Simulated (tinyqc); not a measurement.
Adding salt: a particle near a wafer in liquid: double-layer and van der Waals forces (DLVO), deposition barrier and removal. Computed by tinyqc, a small Python program. Command: `OMP_NUM_THREADS=1 python tinyqc.py 3110258 3110259 out.jsonl dlvo walk`. One thread of a shared host (Intel(R) Xeon(R) Processor @ 2.30GHz), about 0.01 s of CPU time with the checks.

Sphere and flat wall, Derjaguin approximation, constant potentials in the linear-superposition form, no retardation and no hydration force.

Inputs (values chosen for the exercise, of the order of those for ceria on silica in water):

| quantity | value | unit |
|---|---|---|
| particle radius R | 310 | nm |
| Hamaker constant A | 1.7e-20 | J |
| potential of the particle psi_1 | -55 | mV |
| potential of the wafer psi_2 | -35 | mV |
| salt concentration c | 0.0024 | mol/L |
| valence z of the symmetric salt | 1 | - |
| temperature T | 323 | K |
| dielectric constant of the liquid | 69.9 | - |

Constants: e = 1.602176634e-19 C; N_A = 6.02214076e+23 1/mol; eps_0 = 8.8541878128e-12 F/m; k_B = 1.380649e-23 J/K; k_B = 8.617333262e-05 eV/K.

Method:
- kappa^2 = 2 z^2 e^2 N_A (1000 c)/(eps eps_0 k_B T); gamma_i = tanh(z e psi_i/(4 k_B T)); Z = 64 pi eps eps_0 (k_B T/(z e))^2 gamma_1 gamma_2.
- The barrier height is zero when U = 0 and F = 0 together: kappa h = 1 and kappa = 6 Z/(e A), e = 2.718282 here; c follows from kappa^2, with the potentials held fixed.
- U(h) = Z R exp(-kappa h) - A R/(6 h); F(h) = -dU/dh = kappa Z R exp(-kappa h) - A R/(6 h^2), positive for repulsion.
- F = 0 reads x^2 exp(-x) = y with x = kappa h and y = A kappa/(6 Z); the left side peaks at x = 2 with 4/e^2 = 0.5413, so roots exist for smaller y: x < 2 is the barrier, x > 2 the secondary minimum.
- kappa scales as sqrt(c); potentials are held fixed. A dash marks rows without a maximum.

critical concentration = 0.271143 mol/L

kappa = 0.163965 1/nm

Z = 13.4226 pN

Against the concentration:

| c (mol/L) | Debye length (nm) | barrier at (nm) | barrier (k_B T) | minimum at (nm) | minimum (k_B T) |
|---|---|---|---|---|---|
| 2.71e-05 | 57.395 | 3.5913 | 821.63 | 5.8901e+02 | -3.0181e-01 |
| 2.71e-04 | 18.150 | 2.0723 | 737.34 | 1.5980e+02 | -1.0925e+00 |
| 2.71e-03 | 5.739 | 1.2246 | 592.95 | 4.1729e+01 | -4.0708e+00 |
| 1.36e-02 | 2.562 | 0.8718 | 438.02 | 1.5677e+01 | -1.0510e+01 |
| 5.42e-02 | 1.283 | 0.6778 | 259.65 | 6.4678e+00 | -2.4410e+01 |
| 1.36e-01 | 0.810 | 0.5982 | 116.66 | 3.4262e+00 | -4.3893e+01 |
| 2.44e-01 | 0.605 | 0.5745 | 18.10 | 2.1973e+00 | -6.4962e+01 |
| 4.07e-01 | 0.468 | 0.5908 | -69.10 | 1.3967e+00 | -9.3731e+01 |
| 8.13e-01 | 0.331 | - | - | - | - |

At low salt the barrier tends to Z R = 933 k_B T; it is half of that between 0.0027 and 0.014 mol/L and changes sign at 0.27 mol/L, while the secondary minimum deepens to -65 k_B T at 0.9 of that.

Extremes, crossings and ranges named in words are read from the listed rows.
